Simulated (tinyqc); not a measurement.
CCSD on RHF in the 6-311g basis, for H2, spin multiplicity 1, step by step. Computed by tinyqc, a small Python program that keeps every step (integrals from PySCF). Settings: charge = 0, multiplicity = 1, basis = 6-311g, method = RHF, energy threshold = 1e-10, iteration cap = 67, orthogonalisation = symmetric, start = core, DIIS depth = 6, amplitude equations = CCSD, DIIS depth for amplitudes = 6, cap on updates = 50. Command: `OMP_NUM_THREADS=1 python tinyqc.py 25990 25991 out.jsonl` (the two numbers bound the seeds that draw the settings). One thread of a shared host (Intel(R) Xeon(R) Processor @ 2.60GHz), about 0.3 s of CPU time with the checks. Later iterations appear only in the table of the cycle.

## One-electron integrals

Geometry (angstrom):
```
atom,x,y,z
H,0.0000,0.0000,0.0000
H,0.0000,0.0000,0.8280
```

Basis 6-311g: exponents (1/bohr^2) and contraction coefficients of normalised primitives:
```
element,l (shell),exponent,coefficient
H,s (1),33.8650,0.0255
H,s (1),5.0948,0.1904
H,s (1),1.1588,0.8522
H,s (2),0.3258,1.0000
H,s (3),0.1027,1.0000
```

Overlap, kinetic and nuclear-attraction integrals over the contracted functions; the nuclear repulsion is the sum of Za Zb / Rab.

nuclear repulsion = 0.639103 hartree

overlap S, lower triangle:
```
,1H 1s,1H 2s,1H 3s,2H 1s,2H 2s,2H 3s
1H 1s,1.0000
1H 2s,0.7064,1.0000
1H 3s,0.3737,0.7890,1.0000
2H 1s,0.1985,0.3748,0.2962,1.0000
2H 2s,0.3748,0.6711,0.6516,0.7064,1.0000
2H 3s,0.2962,0.6516,0.8818,0.3737,0.7890,1.0000
```

kinetic energy T (hartree), lower triangle:
```
,1H 1s,1H 2s,1H 3s,2H 1s,2H 2s,2H 3s
1H 1s,2.3043
1H 2s,0.5491,0.4888
1H 3s,0.1063,0.1849,0.1541
2H 1s,-0.0205,0.1677,0.0712,2.3043
2H 2s,0.1677,0.2408,0.1332,0.5491,0.4888
2H 3s,0.0712,0.1332,0.1245,0.1063,0.1849,0.1541
```

nuclear attraction V (hartree), lower triangle:
```
,1H 1s,1H 2s,1H 3s,2H 1s,2H 2s,2H 3s
1H 1s,-2.7498
1H 2s,-1.5093,-1.5027
1H 3s,-0.7510,-1.0127,-0.9488
2H 1s,-0.4825,-0.8226,-0.6062,-2.7498
2H 2s,-0.8226,-1.0778,-0.8713,-1.5093,-1.5027
2H 3s,-0.6062,-0.8713,-0.8657,-0.7510,-1.0127,-0.9488
```

core Hamiltonian H = T + V (hartree), lower triangle:
```
,1H 1s,1H 2s,1H 3s,2H 1s,2H 2s,2H 3s
1H 1s,-0.4455
1H 2s,-0.9602,-1.0139
1H 3s,-0.6446,-0.8278,-0.7946
2H 1s,-0.5031,-0.6549,-0.5349,-0.4455
2H 2s,-0.6549,-0.8370,-0.7381,-0.9602,-1.0139
2H 3s,-0.5349,-0.7381,-0.7412,-0.6446,-0.8278,-0.7946
```

## Two-electron integrals

Functions are numbered as in S; the eight-fold symmetry (ij|kl) = (ji|kl) = (kl|ij) leaves the list below.

Two-electron integrals (ij|kl) in chemists' order, unique and non-zero (hartree):
```
i,j,k,l,(ij|kl)
1,1,1,1,1.3930
2,1,1,1,0.8230
2,1,2,1,0.5097
2,2,1,1,0.8229
2,2,2,1,0.5430
2,2,2,2,0.6441
3,1,1,1,0.4113
3,1,2,1,0.2578
3,1,2,2,0.2799
3,1,3,1,0.1308
3,2,1,1,0.5437
3,2,2,1,0.3658
3,2,2,2,0.4527
3,2,3,1,0.1898
3,2,3,2,0.3251
3,3,1,1,0.4940
3,3,2,1,0.3401
3,3,2,2,0.4460
3,3,3,1,0.1780
3,3,3,2,0.3318
3,3,3,3,0.3617
4,1,1,1,0.2039
4,1,2,1,0.1303
4,1,2,2,0.1452
4,1,3,1,0.0665
4,1,3,2,0.0992
4,1,3,3,0.0938
4,1,4,1,0.0486
4,2,1,1,0.2776
4,2,2,1,0.1876
4,2,2,2,0.2312
4,2,3,1,0.0974
4,2,3,2,0.1647
4,2,3,3,0.1648
4,2,4,1,0.0768
4,2,4,2,0.1420
4,3,1,1,0.1940
4,3,2,1,0.1328
4,3,2,2,0.1689
4,3,3,1,0.0693
4,3,3,2,0.1222
4,3,3,3,0.1254
4,3,4,1,0.0549
4,3,4,2,0.1068
4,3,4,3,0.0821
4,4,1,1,0.6324
4,4,2,1,0.4392
4,4,2,2,0.5706
4,4,3,1,0.2301
4,4,3,2,0.4151
4,4,3,3,0.4265
4,4,4,1,0.2039
4,4,4,2,0.4199
4,4,4,3,0.3244
4,4,4,4,1.3930
5,1,1,1,0.4199
5,1,2,1,0.2622
5,1,2,2,0.2831
5,1,3,1,0.1329
5,1,3,2,0.1916
5,1,3,3,0.1792
5,1,4,1,0.0768
5,1,4,2,0.1143
5,1,4,3,0.0812
5,1,4,4,0.2776
5,1,5,1,0.1420
5,2,1,1,0.4976
5,2,2,1,0.3325
5,2,2,2,0.4052
5,2,3,1,0.1721
5,2,3,2,0.2885
5,2,3,3,0.2900
5,2,4,1,0.1075
5,2,4,2,0.1866
5,2,4,3,0.1397
5,2,4,4,0.4976
5,2,5,1,0.1866
5,2,5,2,0.2901
5,3,1,1,0.3810
5,3,2,1,0.2600
5,3,2,2,0.3329
5,3,3,1,0.1356
5,3,3,2,0.2437
5,3,3,3,0.2571
5,3,4,1,0.0863
5,3,4,2,0.1600
5,3,4,3,0.1234
5,3,4,4,0.4413
5,3,5,1,0.1474
5,3,5,2,0.2474
5,3,5,3,0.2218
5,4,1,1,0.4392
5,4,2,1,0.3031
5,4,2,2,0.3917
5,4,3,1,0.1586
5,4,3,2,0.2855
5,4,3,3,0.2957
5,4,4,1,0.1303
5,4,4,2,0.2622
5,4,4,3,0.2035
5,4,4,4,0.8230
5,4,5,1,0.1876
5,4,5,2,0.3325
5,4,5,3,0.2974
5,4,5,4,0.5097
5,5,1,1,0.5706
5,5,2,1,0.3917
5,5,2,2,0.5071
5,5,3,1,0.2047
5,5,3,2,0.3729
5,5,3,3,0.3951
5,5,4,1,0.1452
5,5,4,2,0.2831
5,5,4,3,0.2214
5,5,4,4,0.8229
5,5,5,1,0.2312
5,5,5,2,0.4052
5,5,5,3,0.3694
5,5,5,4,0.5430
5,5,5,5,0.6441
6,1,1,1,0.3244
6,1,2,1,0.2035
6,1,2,2,0.2214
6,1,3,1,0.1033
6,1,3,2,0.1502
6,1,3,3,0.1410
6,1,4,1,0.0549
6,1,4,2,0.0812
6,1,4,3,0.0578
6,1,4,4,0.1940
6,1,5,1,0.1068
6,1,5,2,0.1397
6,1,5,3,0.1103
6,1,5,4,0.1328
6,1,5,5,0.1689
6,1,6,1,0.0821
6,2,1,1,0.4413
6,2,2,1,0.2974
6,2,2,2,0.3694
6,2,3,1,0.1544
6,2,3,2,0.2659
6,2,3,3,0.2723
6,2,4,1,0.0863
6,2,4,2,0.1474
6,2,4,3,0.1103
6,2,4,4,0.3810
6,2,5,1,0.1600
6,2,5,2,0.2474
6,2,5,3,0.2117
6,2,5,4,0.2600
6,2,5,5,0.3329
6,2,6,1,0.1234
6,2,6,2,0.2218
6,3,1,1,0.4192
6,3,2,1,0.2891
6,3,2,2,0.3811
6,3,3,1,0.1515
6,3,3,2,0.2845
6,3,3,3,0.3124
6,3,4,1,0.0859
6,3,4,2,0.1570
6,3,4,3,0.1213
6,3,4,4,0.4192
6,3,5,1,0.1570
6,3,5,2,0.2639
6,3,5,3,0.2398
6,3,5,4,0.2891
6,3,5,5,0.3811
6,3,6,1,0.1213
6,3,6,2,0.2398
6,3,6,3,0.2812
6,4,1,1,0.2301
6,4,2,1,0.1586
6,4,2,2,0.2047
6,4,3,1,0.0829
6,4,3,2,0.1494
6,4,3,3,0.1552
6,4,4,1,0.0665
6,4,4,2,0.1329
6,4,4,3,0.1033
6,4,4,4,0.4113
6,4,5,1,0.0974
6,4,5,2,0.1721
6,4,5,3,0.1544
6,4,5,4,0.2578
6,4,5,5,0.2799
6,4,6,1,0.0693
6,4,6,2,0.1356
6,4,6,3,0.1515
6,4,6,4,0.1308
6,5,1,1,0.4151
6,5,2,1,0.2855
6,5,2,2,0.3729
6,5,3,1,0.1494
6,5,3,2,0.2762
6,5,3,3,0.2977
6,5,4,1,0.0992
6,5,4,2,0.1916
6,5,4,3,0.1502
6,5,4,4,0.5437
6,5,5,1,0.1647
6,5,5,2,0.2885
6,5,5,3,0.2659
6,5,5,4,0.3658
6,5,5,5,0.4527
6,5,6,1,0.1222
6,5,6,2,0.2437
6,5,6,3,0.2845
6,5,6,4,0.1898
6,5,6,5,0.3251
6,6,1,1,0.4265
6,6,2,1,0.2957
6,6,2,2,0.3951
6,6,3,1,0.1552
6,6,3,2,0.2977
6,6,3,3,0.3335
6,6,4,1,0.0938
6,6,4,2,0.1792
6,6,4,3,0.1410
6,6,4,4,0.4940
6,6,5,1,0.1648
6,6,5,2,0.2900
6,6,5,3,0.2723
6,6,5,4,0.3401
6,6,5,5,0.4460
6,6,6,1,0.1254
6,6,6,2,0.2571
6,6,6,3,0.3124
6,6,6,4,0.1780
6,6,6,5,0.3318
6,6,6,6,0.3617
```

## Orthogonalisation

S = U s U^T; symmetric (Loewdin) form X = U s^(-1/2) U^T, so that X^T S X = 1.

eigenvalues of S: 0.0374  0.1358  0.2187  0.8101  0.9924  3.8054

X, lower triangle:
```
,1H 1s,1H 2s,1H 3s,2H 1s,2H 2s,2H 3s
1H 1s,1.3754
1H 2s,-0.7535,2.3196
1H 3s,0.2165,-1.1164,2.6286
2H 1s,0.0170,-0.0098,-0.0365,1.3754
2H 2s,-0.0098,-0.5462,0.3502,-0.7535,2.3196
2H 3s,-0.0365,0.3502,-1.4573,0.2165,-1.1164,2.6286
```

## Starting guess

The start is the orbitals of the core Hamiltonian; D = 2 C_occ C_occ^T.

D at the start, lower triangle:
```
,1H 1s,1H 2s,1H 3s,2H 1s,2H 2s,2H 3s
1H 1s,0.1076
1H 2s,0.1686,0.2641
1H 3s,0.0108,0.0169,0.0011
2H 1s,0.1076,0.1686,0.0108,0.1076
2H 2s,0.1686,0.2641,0.0169,0.1686,0.2641
2H 3s,0.0108,0.0169,0.0011,0.0108,0.0169,0.0011
```

## Iteration 1: building the Fock matrix

J_ij = sum D_kl (ij|kl), K_ij = sum D_kl (ik|jl); F = H + J - 0.5 K; E = tr D H + tr D J / 2 - 0.25 tr D K + E_nn.

Coulomb J (hartree), lower triangle:
```
,1H 1s,1H 2s,1H 3s,2H 1s,2H 2s,2H 3s
1H 1s,1.6405
1H 2s,1.0705,1.2600
1H 3s,0.5505,0.8867,0.8784
2H 1s,0.3457,0.5962,0.4456,1.6405
2H 2s,0.5962,0.8984,0.7590,1.0705,1.2600
2H 3s,0.4456,0.7590,0.7987,0.5505,0.8867,0.8784
```

exchange K (hartree), lower triangle:
```
,1H 1s,1H 2s,1H 3s,2H 1s,2H 2s,2H 3s
1H 1s,1.0412
1H 2s,0.9933,1.0754
1H 3s,0.6646,0.7601,0.5549
2H 1s,0.6659,0.8329,0.6234,1.0412
2H 2s,0.8329,0.9908,0.7360,0.9933,1.0754
2H 3s,0.6234,0.7360,0.5475,0.6646,0.7601,0.5549
```

Fock matrix F (hartree), lower triangle:
```
,1H 1s,1H 2s,1H 3s,2H 1s,2H 2s,2H 3s
1H 1s,0.6744
1H 2s,-0.3863,-0.2916
1H 3s,-0.4264,-0.3212,-0.1937
2H 1s,-0.4904,-0.4751,-0.4010,0.6744
2H 2s,-0.4751,-0.4340,-0.3471,-0.3863,-0.2916
2H 3s,-0.4010,-0.3471,-0.2162,-0.4264,-0.3212,-0.1937
```

total energy of this density = -1.079531 hartree

## Iteration 1: diagonalisation and new density

Diagonalise F' = X^T F X, C = X C', fill 1 alpha and 1 beta electrons from the bottom; D = 2 C_occ C_occ^T. Each column has its largest component positive (the first on a tie).

F' = X^T F X (hartree), lower triangle:
```
,1,2,3,4,5,6
1,1.7719
2,-1.1928,0.9882
3,0.0205,-0.3617,0.2172
4,-0.2510,-0.2011,-0.1342,1.7719
5,-0.2011,-0.2229,-0.0153,-1.1928,0.9882
6,-0.1342,-0.0153,-0.1112,0.0205,-0.3617,0.2172
```

orbital energies (hartree): MO1 -0.5201, MO2 0.1772, MO3 0.3172, MO4 0.6534, MO5 2.5951, MO6 2.7318

coefficients C:
```
,MO1,MO2,MO3,MO4,MO5,MO6
1H 1s,0.1854,0.0813,-0.0358,-0.0836,-1.1141,-1.1034
1H 2s,0.3244,-0.0672,-0.7439,-1.5932,1.2242,1.7075
1H 3s,0.1100,2.0753,0.8684,1.9759,-0.4791,-1.1152
2H 1s,0.1854,-0.0813,-0.0358,0.0836,-1.1141,1.1034
2H 2s,0.3244,0.0672,-0.7439,1.5932,1.2242,-1.7075
2H 3s,0.1100,-2.0753,0.8684,-1.9759,-0.4791,1.1152
```

D after iteration 1, lower triangle:
```
,1H 1s,1H 2s,1H 3s,2H 1s,2H 2s,2H 3s
1H 1s,0.0688
1H 2s,0.1203,0.2105
1H 3s,0.0408,0.0713,0.0242
2H 1s,0.0688,0.1203,0.0408,0.0688
2H 2s,0.1203,0.2105,0.0713,0.1203,0.2105
2H 3s,0.0408,0.0713,0.0242,0.0408,0.0713,0.0242
```

## Iteration 6 (converged): orbitals

converged F (hartree), lower triangle:
```
,1H 1s,1H 2s,1H 3s,2H 1s,2H 2s,2H 3s
1H 1s,0.6229
1H 2s,-0.4126,-0.3423
1H 3s,-0.4514,-0.3785,-0.2595
2H 1s,-0.4676,-0.4773,-0.4201,0.6229
2H 2s,-0.4773,-0.4688,-0.3990,-0.4126,-0.3423
2H 3s,-0.4201,-0.3990,-0.2797,-0.4514,-0.3785,-0.2595
```

As before.

F' = X^T F X (hartree), lower triangle:
```
,1,2,3,4,5,6
1,1.7014
2,-1.1739,0.9478
3,0.0113,-0.3813,0.1922
4,-0.2221,-0.1880,-0.1361,1.7014
5,-0.1880,-0.2221,-0.0306,-1.1739,0.9478
6,-0.1361,-0.0306,-0.1296,0.0113,-0.3813,0.1922
```

orbital energies (hartree): MO1 -0.5704, MO2 0.1547, MO3 0.3132, MO4 0.6139, MO5 2.5249, MO6 2.6467

coefficients C:
```
,MO1,MO2,MO3,MO4,MO5,MO6
1H 1s,0.1797,0.0885,-0.0471,-0.0936,-1.1147,-1.1021
1H 2s,0.3018,0.0052,-0.7501,-1.5727,1.2262,1.7276
1H 3s,0.1397,1.9802,0.8618,2.0601,-0.4833,-1.1357
2H 1s,0.1797,-0.0885,-0.0471,0.0936,-1.1147,1.1021
2H 2s,0.3018,-0.0052,-0.7501,1.5727,1.2262,-1.7276
2H 3s,0.1397,-1.9802,0.8618,-2.0601,-0.4833,1.1357
```

D after iteration 6, lower triangle:
```
,1H 1s,1H 2s,1H 3s,2H 1s,2H 2s,2H 3s
1H 1s,0.0646
1H 2s,0.1085,0.1822
1H 3s,0.0502,0.0843,0.0390
2H 1s,0.0646,0.1085,0.0502,0.0646
2H 2s,0.1085,0.1822,0.0843,0.1085,0.1822
2H 3s,0.0502,0.0843,0.0390,0.0502,0.0843,0.0390
```

## Convergence

Stop when the energy changes by less than 1e-10 hartree and every element of the error matrix X^T (F D S - S D F) X is below 3e-06.

Course of the cycle:
```
iteration,E (hartree),change,largest element of the error matrix
1,-1.079531,-,1.15e-01
2,-1.120685,-4.12e-02,1.94e-02
3,-1.122561,-1.88e-03,2.45e-03
4,-1.122580,-1.84e-05,6.01e-05
5,-1.122580,-2.13e-08,2.85e-07
6,-1.122580,-3.02e-13,1.41e-07
```

PySCF RHF in the same basis = -1.122580 hartree

Converged in 6 iterations.

## Populations, bond orders and dipole

Mulliken: Z minus the diagonal of D S on the atom; Loewdin: the same with S^(1/2) D S^(1/2); Mayer order: 2 sum_s sum (D(s) S)_ij (D(s) S)_ji over the two atoms.

Charges (e):
```
atom,Mulliken,Loewdin
1H,0,0
2H,0,0
```

Mayer bond orders:
```
pair,order
2-1,1.0000
```

dipole moment about the origin, x y z (debye): 0.0000  0.0000  0.0000

## Integrals over molecular orbitals

(pq|rs) = sum C_ip C_jq C_kr C_ls (ij|kl), one index at a time.

one-electron integrals over orbitals h = C^T H C (hartree), lower triangle:
```
,1,2,3,4,5,6
1,-1.1913
2,0.0000,-0.4998
3,0.1295,0.0000,-0.3560
4,0.0000,0.2084,0.0000,-0.2607
5,0.0848,0.0000,-0.1622,0.0000,1.3599
6,0.0000,0.0243,0.0000,-0.2201,0.0000,1.4253
```

Two-electron integrals over orbitals (pq|rs), unique and non-zero (hartree):
```
p,q,r,s,(pq|rs)
1,1,1,1,0.6208
2,1,2,1,0.0538
2,2,1,1,0.3541
2,2,2,2,0.3028
3,1,1,1,-0.1295
3,1,2,2,-0.0288
3,1,3,1,0.0547
3,2,2,1,0.0210
3,2,3,2,0.0365
3,3,1,1,0.3619
3,3,2,2,0.2757
3,3,3,1,-0.0370
3,3,3,3,0.2818
4,1,2,1,-0.0673
4,1,3,2,-0.0035
4,1,4,1,0.1038
4,2,1,1,-0.1378
4,2,2,2,-0.0489
4,2,3,1,0.0420
4,2,3,3,-0.0475
4,2,4,2,0.0573
4,3,2,1,0.0358
4,3,3,2,0.0174
4,3,4,1,-0.0446
4,3,4,3,0.0306
4,4,1,1,0.4892
4,4,2,2,0.3295
4,4,3,1,-0.0822
4,4,3,3,0.3124
4,4,4,2,-0.1034
4,4,4,4,0.4256
5,1,1,1,-0.0848
5,1,2,2,-0.0124
5,1,3,1,0.0474
5,1,3,3,-0.0224
5,1,4,2,0.0273
5,1,4,4,-0.0570
5,1,5,1,0.0824
5,2,2,1,-0.0026
5,2,3,2,0.0036
5,2,4,1,0.0097
5,2,4,3,-0.0088
5,2,5,2,0.0126
5,3,1,1,0.1048
5,3,2,2,0.0329
5,3,3,1,-0.0387
5,3,3,3,0.0351
5,3,4,2,-0.0354
5,3,4,4,0.0719
5,3,5,1,-0.0432
5,3,5,3,0.0357
5,4,2,1,0.0107
5,4,3,2,-0.0188
5,4,4,1,-0.0343
5,4,4,3,0.0126
5,4,5,2,-0.0199
5,4,5,4,0.0453
5,5,1,1,0.6237
5,5,2,2,0.3483
5,5,3,1,-0.1360
5,5,3,3,0.3605
5,5,4,2,-0.1394
5,5,4,4,0.4920
5,5,5,1,-0.1241
5,5,5,3,0.1221
5,5,5,5,0.6775
6,1,2,1,-0.0289
6,1,3,2,0.0159
6,1,4,1,0.0631
6,1,4,3,-0.0301
6,1,5,2,0.0281
6,1,5,4,-0.0595
6,1,6,1,0.0893
6,2,1,1,-0.0266
6,2,2,2,0.0101
6,2,3,1,0.0219
6,2,3,3,-0.0020
6,2,4,2,0.0055
6,2,4,4,-0.0122
6,2,5,1,0.0357
6,2,5,3,-0.0157
6,2,5,5,-0.0453
6,2,6,2,0.0229
6,3,2,1,0.0307
6,3,3,2,-0.0023
6,3,4,1,-0.0509
6,3,4,3,0.0217
6,3,5,2,-0.0103
6,3,5,4,0.0293
6,3,6,1,-0.0470
6,3,6,3,0.0326
6,4,1,1,0.1416
6,4,2,2,0.0285
6,4,3,1,-0.0608
6,4,3,3,0.0443
6,4,4,2,-0.0464
6,4,4,4,0.0924
6,4,5,1,-0.0757
6,4,5,3,0.0509
6,4,5,5,0.1751
6,4,6,2,-0.0364
6,4,6,4,0.0890
6,5,2,1,0.0903
6,5,3,2,0.0053
6,5,4,1,-0.1411
6,5,4,3,0.0689
6,5,5,2,-0.0339
6,5,5,4,0.0811
6,5,6,1,-0.1323
6,5,6,3,0.0887
6,5,6,5,0.2624
6,6,1,1,0.6554
6,6,2,2,0.3650
6,6,3,1,-0.1522
6,6,3,3,0.3685
6,6,4,2,-0.1535
6,6,4,4,0.5239
6,6,5,1,-0.1584
6,6,5,3,0.1401
6,6,5,5,0.7238
6,6,6,2,-0.0549
6,6,6,4,0.2020
6,6,6,6,0.7936
```

## CCSD: starting amplitudes

t_ij^ab = <ij||ab> / (e_i + e_j - e_a - e_b), whose energy is MP2.

Starting amplitudes (spin orbitals 1a, 1b, ...; amplitudes related by a flip of all spins are not repeated):
```
from,to,t
1a 1b,4a 4b,-0.0438
1a 1b,2a 2b,-0.0371
1a 1b,2a 4b,0.0352
1a 1b,3a 3b,-0.0309
1a 1b,4a 6b,-0.0143
1a 1b,6a 6b,-0.0139
1a 1b,5a 5b,-0.0133
1a 1b,3a 5b,-0.0119
1a 1b,2a 6b,0.0073
```

correlation energy = -0.018678 hartree

## CCSD: amplitude update 1

t_i^a D_i^a and t_ij^ab D_ij^ab are set to the remaining terms of the spin-orbital equations, evaluated with the old amplitudes; for the doubles these are <ij||ab> + 1/2 <ab||ef> t_ij^ef + 1/2 <mn||ij> t_mn^ab + P(ij)P(ab) <mb||ej> t_im^ae + terms in t^2 + terms with t1, D the orbital-energy denominators.

Amplitudes after update 1 (spin orbitals 1a, 1b, ...; amplitudes related by a flip of all spins are not repeated):
```
from,to,t
1a 1b,4a 4b,-0.0587
1a 1b,2a 2b,-0.0515
1a 1b,2a 4b,0.0502
1a 1b,3a 3b,-0.0382
1a 1b,4a 6b,-0.0175
1a 1b,3a 5b,-0.0143
1a 1b,6a 6b,-0.0139
1a 1b,5a 5b,-0.0138
1a 1b,2a 6b,0.0102
1a,5a,-0.0033
1a,3a,-0.0021
```

correlation energy = -0.024235 hartree

## CCSD: amplitude update 2

As before.

Amplitudes after update 2 (spin orbitals 1a, 1b, ...; amplitudes related by a flip of all spins are not repeated):
```
from,to,t
1a 1b,4a 4b,-0.0640
1a 1b,2a 2b,-0.0576
1a 1b,2a 4b,0.0563
1a 1b,3a 3b,-0.0398
1a 1b,4a 6b,-0.0184
1a 1b,3a 5b,-0.0148
1a 1b,5a 5b,-0.0136
1a 1b,6a 6b,-0.0135
1a 1b,2a 6b,0.0116
1a,5a,-0.0045
1a,3a,-0.0033
```

correlation energy = -0.026222 hartree

## CCSD: amplitude update 3

t_i^a D_i^a and t_ij^ab D_ij^ab are set to the remaining terms of the spin-orbital equations, evaluated with the old amplitudes; for the doubles these are <ij||ab> + 1/2 <ab||ef> t_ij^ef + 1/2 <mn||ij> t_mn^ab + P(ij)P(ab) <mb||ej> t_im^ae + terms in t^2 + terms with t1, D the orbital-energy denominators. DIIS then mixes the stored amplitudes.

DIIS coefficients: -0.6607  1.6607

Amplitudes after update 3 (spin orbitals 1a, 1b, ...; amplitudes related by a flip of all spins are not repeated):
```
from,to,t
1a 1b,4a 4b,-0.0674
1a 1b,2a 2b,-0.0618
1a 1b,2a 4b,0.0605
1a 1b,3a 3b,-0.0401
1a 1b,4a 6b,-0.0190
1a 1b,3a 5b,-0.0149
1a 1b,5a 5b,-0.0134
1a 1b,6a 6b,-0.0132
1a 1b,2a 6b,0.0126
1a,5a,-0.0052
1a,3a,-0.0043
```

correlation energy = -0.027473 hartree

## CCSD: convergence

E_corr = 1/4 sum <ij||ab> t_ij^ab + 1/2 sum <ij||ab> t_i^a t_j^b; stop when the norm of the change is below 1e-8.

Course of the amplitude iterations:
```
update,correlation energy (hartree),norm of the change
0,-0.018678,-
1,-0.024235,6.28e-02
2,-0.026222,2.46e-02
3,-0.027473,9.90e-03
4,-0.027462,5.78e-04
5,-0.027464,3.28e-05
6,-0.027463,6.67e-06
7,-0.027464,1.52e-06
8,-0.027464,8.43e-08
9,-0.027464,4.98e-09
```

Converged amplitudes (spin orbitals 1a, 1b, ...; amplitudes related by a flip of all spins are not repeated):
```
from,to,t
1a 1b,4a 4b,-0.0673
1a 1b,2a 2b,-0.0620
1a 1b,2a 4b,0.0606
1a 1b,3a 3b,-0.0398
1a 1b,4a 6b,-0.0190
1a 1b,3a 5b,-0.0149
1a 1b,5a 5b,-0.0134
1a 1b,6a 6b,-0.0132
1a 1b,2a 6b,0.0127
1a,5a,-0.0051
1a,3a,-0.0045
```

CCSD total energy = -1.150043 hartree

T1 diagnostic, norm of the one-spin t1 over sqrt(correlated electrons) = 0.0048

Converged in 9 updates, with DIIS from the third.
